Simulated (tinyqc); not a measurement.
Epitaxial growth on a vicinal surface: Burton-Cabrera-Frank step flow, step-edge barrier and island nucleation: one step, computed by the program tinyqc.

Adatoms land at rate F, hop on a square grid (a simplification for hexagonal faces), desorb, or join steps. Lengths are in units of a and n is the adatom coverage. Steps ascend at x = 0 and descend at x = l.

Problem. Step flow or islands. Island density on a flat surface without desorption: N = 0.25 (F/D)^(i/(i+2)) exp(E_i/((i+2) k_B T)) per site, with E_i = 0 for i = 1; spacing l_n = N^(-1/2). Step flow needs an effective width l_eff = 2 x(peak) below l_n. Temperatures in kelvin are T(C) + 273.15.

Inputs (values chosen for the exercise, close to those used for Si(111)): deposition rate F = 0.87 layers/s; temperature T = 640 C; critical nucleus size i = 1.

D = 7477982 a^2/s

position of the peak = 14.91938 a

Constants: k_B = 8.617333262e-05 eV/K.

Give: island density N on a flat surface; island spacing l_n; ratio l_eff/l_n.

Solution.

island density N on a flat surface = 0.001220 per site

island spacing l_n = 28.62 a

ratio l_eff/l_n = 1.042

The growth lies near the transition between step flow and nucleation. Caution: the prefactor 0.25 and the criterion are estimates, good to a factor of about two in length.
